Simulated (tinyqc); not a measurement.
Worked calculation: UHF in the sto-3g basis, for H3+, spin multiplicity 1. One step of it, computed by the program tinyqc.

Task: Iteration 2: DIIS coefficients. Solve [B -1; -1 0][c; lambda] = [0; -1] for the coefficients, which sum to one.

B (overlaps of the stored error matrices):
```
               1              2
1  6.1002545e-02  9.8273350e-03
2  9.8273350e-03  1.8835725e-03
```

Give: DIIS coefficients.

Result:

DIIS coefficients: -0.1837  1.1837
